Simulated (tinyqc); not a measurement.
# Undoped symmetric double-gate MOSFET, analytic potential model: effect of the temperature

An undoped body of thickness ts between two equal insulators and tied gates; long channel, electrons only, n = ni exp((psi - V)/Vt) with V the quasi-Fermi potential (0 at the source, Vd at the drain), constant mobility, no quantisation. Across the body psi(x) = V - 2 Vt ln[(ts/(2 beta)) sqrt(q ni/(2 eps0 eps_r Vt)) cos(2 beta x/ts)], x from the centre. Q is the electron charge per area of the whole body.

Nc and Nv are given at 400 K and scale as (T/400 K)^1.5; Eg and mu are held fixed. ni = sqrt(Nc Nv) exp(-Eg/(2 Vt)), Eg in volts; r = eps_r tox/(eox ts); V0 = dphi + 2 Vt ln[(2/ts) sqrt(2 eps0 eps_r Vt/(q ni))]. beta (between 0 and pi/2) solves (Vg - V0 - V)/(2 Vt) = ln(beta) - ln(cos beta) + 2 r beta tan(beta). Q = 8 eps0 eps_r Vt beta tan(beta)/ts; I = mu (1/L)(4 eps0 eps_r/ts)(2 Vt)^2 [g(beta_s) - g(beta_d)] per width, g = beta tan(beta) - beta^2/2 + r beta^2 tan^2(beta), with beta_s at V = 0 and beta_d at V = Vd.  I(low) is taken at Vg = 0.37 V, Qs and I(high) at Vg = 1.12 V.

Parameters, values chosen for the exercise; material values close to those of silicon: band gap Eg = 1.14 eV; relative permittivity of the semiconductor eps_r = 11.6; conduction-band density of states at the reference temperature Nc = 4.28e19 cm^-3; valence-band density of states at the reference temperature Nv = 4.11e19 cm^-3; relative permittivity of the gate insulator eox = 25.7; insulator thickness tox = 5.9 nm; body thickness ts = 15 nm; gate work function less that of the intrinsic body dphi = 0.19 V; channel mobility mu = 180 cm^2/(V s); gate length L = 2 um; drain voltage Vd = 0.3 V.

Constants: q = 1.602176634e-19 C, kB = 1.380649e-23 J/K, Vt = kB T/q, eps0 = 8.8541878128e-14 F/cm where lengths are in cm. Results are converted to the units shown.

Result of one run:
```
V0 (V)	I(low) (nA/um)	Qs(high) (nC/cm^2)	I(high) (uA/um)
0.66833	0.0012251	2403.1	39.319
```

Which temperature T gave this result: 250, 280, 310, 370 or 430 K?

T = 280 K.

The whole series:
```
T (K)	V0 (V)	I(low) (nA/um)	Qs(high) (nC/cm^2)	I(high) (uA/um)
220	0.69026	8.1635e-6	2396.2	38.228
250	0.67937	1.3267e-4	2397.1	38.724
280	0.66833	0.0012251	2403.1	39.319
310	0.65715	0.0075508	2413.5	39.995
340	0.64584	0.034491	2427.5	40.739
370	0.63442	0.12536	2444.8	41.541
400	0.62290	0.38113	2465.0	42.393
430	0.61128	1.0049	2487.6	43.288
```

As T goes from 220 to 430 K, I(low) rises from 8.16e-6 to 1.00 nA/um and I(high) rises from 38.2 to 43.3 uA/um. V0 falls from 0.690 to 0.611 V. In every row the surface density at the source at the higher gate voltage passes 0.3 Nc, where Boltzmann statistics fail. In every row the mobility is held fixed, though a real one changes with T.

tinyqc, about 0.03 s, one thread, Intel Xeon 2.30GHz (shared host): `OMP_NUM_THREADS=1 python tinyqc.py 2440161 2440162 out.jsonl`
